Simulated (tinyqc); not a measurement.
FinFET, parasitic resistance, capacitance and delay: two steps of the calculation.

Nf fins under one contact; each has gated perimeter p = 2 Hf + Wf and cross-section A = Hf Wf; contact width Wc = Nf pf, stack height Hs = Hf. Contact length Lc = CPP - Lg - 2 Lsp, shared by two neighbouring gates. Source and drain sides are equal. The formulas are first-order estimates, not field solutions.

Inputs (values chosen for the exercise); values close to those of silicon logic devices:
- T = 300 K (temperature)
- Hf = 35 nm (fin height)
- Wf = 5 nm (fin width)
- Lg = 18 nm (gate length)
- Cinv = 3.5 uF/cm^2 (inversion capacitance)
- vx = 1.1e7 cm/s (injection velocity)
- mu = 200 cm^2/(V s) (apparent mobility)
- VT = 0.19 V (threshold at zero drain voltage)
- dl = 0.033 V/V (barrier lowering)
- n = 1.25 (subthreshold factor)
- Vdd = 0.7 V (supply voltage)

Constants: q = 1.602176634e-19 C, kB = 1.380649e-23 J/K, Vt = kB T/q. Results are converted to the units shown.

Task 1. Fin currents at Vgs = Vdd, Vds = Vdd/2. One fin: I = p Q vx u/(1 + |u|^1.8)^(1/1.8), Q = Cinv n Vt ln(1 + exp((Vg' - VT + dl Vd')/(n Vt))), u = Vd' mu/(vx Lg), Vg' = Vgs - v, Vd' = Vds - 2 v, with the drop on each side v = Rc (sum of I) + Rx I. I(new) = I(out).

I at the start (uA): fin 1 0
Rc = 382.40172 ohm
Rx = 229.71429 ohm

Wanted: drop v; I(out); I after iteration 1.

Result 1.

drop v (mV): fin 1 0
I(out) (uA): fin 1 142.6
I after iteration 1 (uA): fin 1 142.6

Task 2. Effective current, delay and energy. Ieff = (IH + IL)/2, delay CL Vdd/(2 Ieff), energy CL Vdd^2, with CL the load of an inverter that drives an equal one.

IH = I(Vdd, Vdd/2) = 113.76430 uA
IL = I(Vdd/2, Vdd), solved likewise = 43.858700 uA
CL = 391.11125 aF

Wanted: Ieff; delay; energy.

Result 2.

Ieff = 78.811 uA
delay = 1.7369 ps
energy = 191.64 aJ

tinyqc, about 0.04 s, one thread, Intel Xeon 2.30GHz (shared host): `OMP_NUM_THREADS=1 python tinyqc.py 2170169 2170170 out.jsonl`
